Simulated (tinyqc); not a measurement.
From isolated dopants to a band: overlap of hydrogenic dopants: pairs, impurity band and the Mott density.

Ry* = Ry m/eps^2, aB = a0 eps/m. For 1s orbitals a distance rho = R/aB apart, in Ry*: overlap S = exp(-rho)(1 + rho + rho^2/3), J = (2/rho)(1 - (1 + rho) exp(-2 rho)) (attraction to the other ion), Kx = 2 (1 + rho) exp(-rho) (exchange of one electron). One electron on a pair has E = -1 - (J +/- Kx)/(1 +/- S), without the repulsion 2/rho of the ions. Hopping after orthogonalisation: t = (Kx - S J)/(1 - S^2), half the splitting. Dopants on a lattice with z neighbours, n = 1/R^3 (simple cubic), give a band of width B = 2 z t, as on any lattice of two interpenetrating sublattices. Valleys, central cells and disorder are left out.

Constants: Ry = 13.60569312 eV; a0 (Bohr radius) = 0.5291772105 angstrom.

Values chosen for the exercise (an isotropic mass and dielectric constant of the size used for donors in Ge; not measured data): m = 0.112 m0 (mass); eps = 15.7 (dielectric constant); z = 6 (neighbours in the dopant lattice); u = 0.945 Ry* (cost of a second electron on one dopant).

The distance R/aB is varied; density from the lattice formula.

Against distance:
```
R/aB  n (1/cm^3)  n^(1/3) aB       S  t (meV)  B (meV)    B/u
10.0    2.45e+15       0.100  0.0020   0.0037    0.044  0.008
7.0     7.14e+15       0.143  0.0222   0.0510    0.612  0.105
6.0     1.13e+16       0.167  0.0471   0.1177    1.413  0.242
5.0     1.96e+16       0.200  0.0966   0.2636    3.163  0.541
4.5     2.69e+16       0.222  0.1361   0.3890    4.668  0.799
4.0     3.83e+16       0.250  0.1893   0.5686    6.824  1.168
3.5     5.71e+16       0.286  0.2592   0.8236    9.883  1.692
3.0     9.07e+16       0.333  0.3485   1.1840   14.208  2.432
```

Give the missing row, R/aB = 8.0.

Computed row:
```
R/aB  n (1/cm^3)  n^(1/3) aB       S  t (meV)  B (meV)    B/u
8.0     4.78e+15       0.125  0.0102   0.0216    0.259  0.044
```

critical densities (1/cm^3): B = u 3.29e+16, B = (2/sqrt3) u 3.78e+16, n^(1/3) aB = 0.26 4.31e+16

From R = 10 to 5 aB the density rises eightfold and the band widens by a factor 72, since t falls about as R exp(-R/aB). B passes u at 3.3e+16/cm^3, n^(1/3) aB = 0.238; the screening rule gives a density 1.31 times that. An ordered lattice overstates the ease of conduction, as random spacing localises the tails, and below R = 4 aB (S above 0.19) nearest-neighbour hopping alone is no longer enough.

tinyqc: `OMP_NUM_THREADS=1 python tinyqc.py 1450685 1450686 out.jsonl`; about 0.01 s, one thread, shared Intel(R) Xeon(R) Processor @ 2.30GHz.
